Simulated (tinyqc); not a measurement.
Hueckel theory of the pi electrons with the omega technique, for the molecule C=CC(=C)C(=C)Cl (SMILES; centres numbered as the heavy atoms are written), step by step. One step of it, computed by the program tinyqc.

Problem. Orbitals, round 1. Diagonalise; E = alpha + x beta with beta < 0, so the largest x are filled first; degenerate levels share their electrons. P = sum n_i c_ri c_si; each orbital has its largest coefficient positive (the first on a tie).

Hueckel matrix in units of beta (H = alpha + beta A), order 1C, 2C, 3C, 4C, 5C, 6C, 7Cl:
```
[[0.000000, 1.000000, 0.000000, 0.000000, 0.000000, 0.000000, 0.000000],
 [1.000000, 0.000000, 1.000000, 0.000000, 0.000000, 0.000000, 0.000000],
 [0.000000, 1.000000, 0.000000, 1.000000, 1.000000, 0.000000, 0.000000],
 [0.000000, 0.000000, 1.000000, 0.000000, 0.000000, 0.000000, 0.000000],
 [0.000000, 0.000000, 1.000000, 0.000000, 0.000000, 1.000000, 0.370000],
 [0.000000, 0.000000, 0.000000, 0.000000, 1.000000, 0.000000, 0.000000],
 [0.000000, 0.000000, 0.000000, 0.000000, 0.370000, 0.000000, 1.700000]]
```

pi electrons, sum of z_r less the charge = 8

Give: x values; occupations; coefficients; charge and bond-order matrix P.

Solution.

x values: [2.0310, 1.6753, 0.9553, 0.5113, -0.5208, -1.0127, -1.9394]

occupations: [2.0000, 2.0000, 2.0000, 2.0000, 0.0000, 0.0000, 0.0000]

coefficients, order 1C, 2C, 3C, 4C, 5C, 6C, 7Cl:
```
[[0.1656, -0.1998, 0.4981, -0.4298, 0.4502, -0.4958, 0.2266],
 [0.3363, -0.3348, 0.4758, -0.2198, -0.2345, 0.5020, -0.4394],
 [0.5174, -0.3610, -0.0436, 0.3175, -0.3281, -0.0127, 0.6257],
 [0.2547, -0.2155, -0.0456, 0.6209, 0.6300, 0.0125, -0.3226],
 [0.4599, -0.0545, -0.4718, -0.2388, -0.2246, -0.5017, -0.4514],
 [0.2264, -0.0326, -0.4939, -0.4671, 0.4312, 0.4954, 0.2327],
 [0.5140, 0.8168, 0.2344, 0.0743, 0.0374, 0.0684, 0.0459]]
```

charge and bond-order matrix P, order 1C, 2C, 3C, 4C, 5C, 6C, 7Cl:
```
[[1.0004, 0.9081, -0.0007, -0.4087, -0.0907, -0.0025, 0.0134],
 [0.9081, 0.9997, 0.4087, -0.0007, 0.0017, -0.0907, -0.0108],
 [-0.0007, 0.4087, 1.0015, 0.8174, 0.4047, 0.0043, -0.0311],
 [-0.4087, -0.0007, 0.8174, 0.9978, 0.0043, -0.4055, -0.0192],
 [-0.0907, 0.0017, 0.4047, 0.0043, 0.9882, 0.9009, 0.1269],
 [-0.0025, -0.0907, 0.0043, -0.4055, 0.9009, 1.0288, -0.1214],
 [0.0134, -0.0108, -0.0311, -0.0192, 0.1269, -0.1214, 1.9836]]
```
